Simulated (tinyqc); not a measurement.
Charge control and current of a heterostructure field-effect transistor. Changing the polarisation charge sigma/e. Computed by tinyqc, a small Python program. Command: `OMP_NUM_THREADS=1 python tinyqc.py 3003281 3003282 out.jsonl hemt sweep`. One thread of a shared host (Intel(R) Xeon(R) Processor @ 2.30GHz), about 0.02 s of CPU time with the checks.

Two subbands in a triangular well; E_F is counted from the conduction band edge of the channel at the interface.

Inputs (values chosen for the exercise, modelled on AlGaN/GaN): channel mass m = 0.2 m_0; permittivity eps (barrier and channel) = 9.55; barrier thickness d = 12 nm; Schottky barrier phi_B = 1.2 eV; conduction band offset dE_c = 0.38 eV; gate voltage V_G = 0.43 V; mobility mu = 1900 cm^2/(V s); saturation velocity v_s = 1.4 1e7 cm/s; gate length L = 280 nm; source resistance R_S = 0 ohm mm; temperature T = 400 K; mixing = 0.3; iteration cap = 200.

Charge source: polarisation. Velocity law: two-piece.

Constants: e = 1.602176634e-19 C; eps_0 = 8.8541878128e-12 F/m; k_B = 8.617333262e-05 eV/K; hbar = 1.054571817e-34 J s; m_0 = 9.1093837015e-31 kg; k_B = 1.380649e-23 J/K.

Method:
- Threshold V_T = phi_B - dE_c - sigma d/(eps eps_0) (in volts); C_b = eps eps_0/d.
- Charge control: n_s = C_b (V_G - V_T - E_F/e)/e. Well: mean field F = e n_s/(2 eps eps_0), E_i = (hbar^2/2m)^(1/3) [(3 pi e F/2)(i + 3/4)]^(2/3), i = 0, 1; n_s = D k_B T sum_i ln(1 + exp((E_F - E_i)/k_B T)), D = m/(pi hbar^2), which is solved in closed form for E_F.
- Iteration from n_s = C_b (V_G - V_T)/(2e): E_F from n_s, n_out from the charge control, n_new = n_s + mixing (n_out - n_s), kept above n_s/10; stop when |n_out/n_s - 1| < 1e-9.
- C_g = e dn_s/dV_G = 1/(1/C_b + 1/C_q), 1/C_q = d(E_F/e)/d(e n_s) by a central difference of +/- 0.1 % in n_s; added distance dd = eps eps_0/C_q.
- With V = e n_s/C_g and V_c = v_s L/mu: for v = mu F up to v_s, I/W = C_g v_s V_c (sqrt(1 + (V/V_c)^2) - 1) and V_Dsat = V + V_c - sqrt(V^2 + V_c^2); g_m = dI/dV; extrinsic g_m/(1 + g_m R_S); f_T = g_m/(2 pi C_g L).

One run for each value; columns: (1) polarisation charge sigma/e (1/cm^2); (2) sheet density n_s (1/cm^2); (3) threshold voltage V_T (V); (4) E_F (meV); (5) saturation current I/W (mA/mm):
```
(1)              (2)      (3)     (4)     (5)
5.20e+12  2.8920e+12  -0.3623  134.78   502.1
6.50e+12  3.9781e+12  -0.6579  183.41   736.9
8.20e+12  5.4271e+12  -1.0445  240.47  1055.0
1.00e+13  6.9832e+12  -1.4537  295.95  1399.4
1.30e+13  9.6066e+12  -2.1359  381.57  1983.3
1.60e+13  1.2254e+13  -2.8180  461.85  2574.3
2.10e+13  1.6697e+13  -3.9548  588.32  3568.2
2.60e+13  2.1168e+13  -5.0917  708.69  4569.2
```

Describe the trends.

Over the rows, sheet density n_s (1/cm^2) rises from 2.89e12 to 2.12e13 (exponent d ln y / d ln x 1.4 between the first rows and 1.1 between the last); threshold voltage V_T (V) falls from -0.362 to -5.09 (exponent d ln y / d ln x 2.7 between the first rows and 1.2 between the last); E_F (meV) rises from 135 to 709 (exponent d ln y / d ln x 1.4 between the first rows and 0.87 between the last).

Caution (rows 1.30e13, 1.60e13, 2.10e13, 2.60e13): E_F lies above the conduction band minimum of the barrier, so electrons would spill into the barrier.

Extremes, crossings and ranges named in words are read from the listed rows.
